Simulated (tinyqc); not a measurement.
Inside a calculation. Model: electron continuity equation in a given potential, Scharfetter-Gummel discretisation.

Computed by the program tinyqc: `OMP_NUM_THREADS=1 python tinyqc.py 2220136 2220137 out.jsonl`, one thread of a shared Intel Xeon 2.30GHz, about 0.01 s for the whole run. Printed values are rounded.

Steady state in one dimension: J = q mu n E + q D dn/dx with E = -dpsi/dx and D = mu Vt, dJ/dx = q (n/tau - G), fixed densities nL and nR at the ends. The potential is given, psi = U (x/L)^2, and is not changed by the electrons.

Parameters, values chosen for the exercise; mobility close to that of germanium at room temperature:
- T = 325 K (temperature)
- mu = 3900 cm^2/(V s) (electron mobility)
- L = 1.1 um (length of the region)
- nL = 1.8e15 cm^-3 (density at x = 0)
- nR = 0 cm^-3 (density at x = L)
- tau = 8.3e-11 s (lifetime)
- G = 3.1e25 cm^-3 s^-1 (uniform generation rate)
- U = 0.31 V (potential difference psi(L) - psi(0))

Constants: q = 1.602176634e-19 C, kB = 1.380649e-23 J/K, Vt = kB T/q. Results are converted to the units shown.

Range of the model: The drift velocity mu E exceeds 1e7 cm/s somewhere, where real mobilities no longer stay constant.

## Potential on the mesh

8 equal intervals, h = L/8; psi = U (x/L)^2.

psi, node 0 to 8 (V): 0.000000  0.004844  0.019375  0.043594  0.077500  0.121094  0.174375  0.237344  0.310000

## Bernoulli factors

d_i = (psi_(i+1) - psi_i)/Vt; B(d) = d/(exp(d) - 1), B(0) = 1. The flux on interval i is J_i = (q D/h) [n_(i+1) B(d_i) - n_i B(-d_i)].

```
interval      d_i    B(d_i)  B(-d_i)
0         0.17295  0.916015  1.08897
1         0.51886  0.762906  1.28176
2         0.86476  0.629174  1.49393
3         1.21066  0.513927  1.72459
4         1.55657  0.415915  1.97248
5         1.90247  0.333624  2.23610
6         2.24838  0.265378  2.51375
7         2.59428  0.209437  2.80372
```

The largest |d_i| is 2.59, above 2, where central differences lose the sign pattern that keeps densities positive.

## Tridiagonal system for the inner nodes

Row i (1 to 7): B(-d_(i-1)) n_(i-1) + b_i n_i + B(d_i) n_(i+1) = f_i with b_i = -B(-d_i) - B(d_(i-1)) - h^2/(D tau) and f_i = -G h^2/D; the known end values are moved to the right: f_1 loses B(-d_0) nL and f_7 loses B(d_7) nR. h = L/8, D = mu Vt.

```
node  diagonal b  right side f (cm^-3)
1       -2.21863           -2.01380e15
2       -2.27770           -5.36595e13
3       -2.37462           -5.36595e13
4       -2.50726           -5.36595e13
5       -2.67287           -5.36595e13
6       -2.86823           -5.36595e13
7       -3.08995           -5.36595e13
```

## Densities and current

B(d) = d/(exp(d) - 1) with d_i = (psi_(i+1) - psi_i)/Vt; b and f are the diagonal and right side of the balance equations. Solve B(-d_(i-1)) n_(i-1) + b_i n_i + B(d_i) n_(i+1) = f_i (end values already in f), then J_i = (q D/h) [n_(i+1) B(d_i) - n_i B(-d_i)], h = L/8, D = mu Vt.

n, node 0 to 8 (cm^-3): 1.8e15  1.22130e15  9.12064e14  7.28456e14  6.10171e14  5.28743e14  4.67733e14  3.97879e14  0
J, interval 0 to 7 (A/cm^2): -1070.87  -1106.75  -1150.83  -1199.79  -1251.89  -1306.14  -1362.02  -1419.75

Against a mesh 200 times finer the densities are off by at most 0.34 % of their local values.

## Three discretisations compared

8 equal intervals. Fluxes J_i = (q D/h)(n_(i+1) P_i - n_i Q_i), d_i = (psi_(i+1) - psi_i)/Vt: Scharfetter-Gummel P = B(d), Q = B(-d), B(d) = d/(exp(d) - 1); central P = 1 - d/2, Q = 1 + d/2; upwind P = 1 + max(-d, 0), Q = 1 + max(d, 0). Balance at each inner node: J_i - J_(i-1) = q h (n_i/tau - G). The reference is Scharfetter-Gummel on 1600 intervals.

Densities (cm^-3):
```
node  Scharfetter-Gummel   central    upwind  reference
0               1.800e15  1.800e15  1.800e15   1.800e15
1               1.221e15  1.226e15  1.210e15   1.221e15
2               9.121e14  9.184e14  9.092e14   9.110e14
3               7.285e14  7.350e14  7.316e14   7.273e14
4               6.102e14  6.163e14  6.149e14   6.089e14
5               5.287e14  5.345e14  5.287e14   5.274e14
6               4.677e14  4.726e14  4.487e14   4.663e14
7               3.979e14  4.821e14  3.275e14   3.965e14
8                      0         0         0          0
```

Largest errors as a share of the largest reference density listed: Scharfetter-Gummel 0.079 %, central 4.8 %, upwind 3.8 %. The largest |d| is 2.59. Upwinding stays positive but acts as if D were larger by the factor 1 + |d|/2, up to 2.30 here.
